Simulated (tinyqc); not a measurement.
Capacitance of parallel on-chip lines from Laplace's equation on a mesh: two steps of the calculation.

Cross-section of an endless row of equal lines between two grounded planes; neighbours are driven in antiphase (+1 V and -1 V), so the plane midway between two lines is at 0 V. By symmetry one quarter is solved: x runs from the centre of a line (column 0, mirror) to that midplane (column 4, 0 V), y from the mid-height of the line (row 0, mirror) to the ground plane (row 4, 0 V). The line fills columns 0 to 1 and rows 0 to 2 at 1 V. Cells beside the line (below row 2) have e2, cells above have e1. Each link between nodes has the conductance g = mean permittivity of the two cells beside it (a cell beyond a mirror counts as 0), and the free nodes obey sum g (V_neighbour - V) = 0.

Values chosen for this exercise:
```
symbol,value,unit,meaning
e1,4.2,,relative permittivity above and below the lines
e2,3.9,,relative permittivity between the lines
om,1.2,,over-relaxation factor
```

Task 1. Link conductances. gx[j, i] joins node (row j, column i) to column i + 1, gy[j, i] to row j + 1.

Wanted: gx; gy.

Result 1.

gx:
```
        col 0   col 1   col 2   col 3
row 0  1.9500  1.9500  1.9500  1.9500
row 1  3.9000  3.9000  3.9000  3.9000
row 2  4.0500  4.0500  4.0500  4.0500
row 3  4.2000  4.2000  4.2000  4.2000
row 4  2.1000  2.1000  2.1000  2.1000
```

gy:
```
        col 0   col 1   col 2   col 3   col 4
row 0  1.9500  3.9000  3.9000  3.9000  1.9500
row 1  1.9500  3.9000  3.9000  3.9000  1.9500
row 2  2.1000  4.2000  4.2000  4.2000  2.1000
row 3  2.1000  4.2000  4.2000  4.2000  2.1000
```

Task 2. Relaxation sweep. One sweep visits the free nodes row by row from row 0, left to right, and replaces V by V + om (weighted mean of the neighbours - V), using new values at once.

V at the start (V):
```
       col 0  col 1  col 2  col 3  col 4
row 0      1      1      0      0      0
row 1      1      1      0      0      0
row 2      1      1      0      0      0
row 3      0      0      0      0      0
row 4      0      0      0      0      0
```

gx:
```
       col 0  col 1  col 2  col 3
row 0   1.95   1.95   1.95   1.95
row 1    3.9    3.9    3.9    3.9
row 2   4.05   4.05   4.05   4.05
row 3    4.2    4.2    4.2    4.2
row 4    2.1    2.1    2.1    2.1
```

gy:
```
       col 0  col 1  col 2  col 3  col 4
row 0   1.95    3.9    3.9    3.9   1.95
row 1   1.95    3.9    3.9    3.9   1.95
row 2    2.1    4.2    4.2    4.2    2.1
row 3    2.1    4.2    4.2    4.2    2.1
```

Find: V after sweep 1.

Result 2.

V after sweep 1 (V):
```
       col 0  col 1  col 2  col 3  col 4
row 0  1.000  1.000  0.300  0.090  0.000
row 1  1.000  1.000  0.390  0.144  0.000
row 2  1.000  1.000  0.413  0.165  0.000
row 3  0.300  0.390  0.241  0.122  0.000
row 4  0.000  0.000  0.000  0.000  0.000
```

Program tinyqc, `OMP_NUM_THREADS=1 python tinyqc.py 2790124 2790125 out.jsonl`; Intel Xeon 2.30GHz, shared host, one thread, about 1 s.
